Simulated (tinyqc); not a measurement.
Schottky diode by thermionic emission with image-force lowering and series resistance: soft saturation in reverse bias.

Metal on an n-type semiconductor with one parabolic valley; V > 0 is forward bias (metal positive). I = I0 [exp(Vj/(n Vt)) - 1] with Vj = V - I Rs; I0 = S A* T^2 exp(-(phi - dphi)/Vt), the lowering dphi taken at zero bias.

A* = 4 pi q me m0 kB^2/h^3 (times 1e-4 for A/(cm^2 K^2)); Nc = 2 (2 pi me m0 kB T/h^2)^1.5 (times 1e-6 for cm^-3); xi = Vt ln(Nc/Nd), Vbi = phi - xi; surface field Em = sqrt(2 q Nd (Vbi - V - Vt)/(eps0 eps_r)); dphi = sqrt(q Em/(4 pi eps0 eps_r)). Here dphi follows the bias, J = -A* T^2 exp(-(phi - dphi(V))/Vt) [1 - exp(V/Vt)], without Rs.

Inputs (values chosen for the exercise); band and dielectric values close to those of silicon:
```
symbol,value,unit,meaning
T,200,K,temperature
me,0.259,m0,electron mass
eps_r,11.5,,relative permittivity
phi,0.6,eV,barrier height seen from the metal
Nd,4.8e15,cm^-3,donor density
```

Constants: q = 1.602176634e-19 C, kB = 1.380649e-23 J/K, h = 6.62607015e-34 J s, m0 = 9.1093837015e-31 kg, Vt = kB T/q, eps0 = 8.8541878128e-14 F/cm where lengths are in cm. Results are converted to the units shown.

Results:
```
V (V),Em (kV/cm),dphi (meV),J (A/cm^2)
-0.2,32.064,20.037,-3.0251e-9
-0.5,38.487,21.953,-3.3807e-9
-1,47.292,24.334,-3.8818e-9
-2,61.213,27.685,-4.7149e-9
-7,106.30,36.483,-7.8555e-9
-10,125.82,39.692,-9.4632e-9
-15,152.92,43.758,-1.1981e-8
```

Estimate the missing row, V = -4 V.

Computed row:
```
V (V),Em (kV/cm),dphi (meV),J (A/cm^2)
-4,82.269,32.096,-6.0898e-9
```

With this row back in the table: dphi rises from 20.0 to 43.8 meV, as the square root of the field, and |J| grows by a factor of 3.96: the reverse current does not saturate. Tunnelling and generation are left out.

Range of the model: One isotropic valley is assumed; bands with several valleys have a larger Richardson constant and Nc.

Program tinyqc, `OMP_NUM_THREADS=1 python tinyqc.py 2640005 2640006 out.jsonl`; Intel Xeon 2.30GHz, shared host, one thread, about 0.01 s.
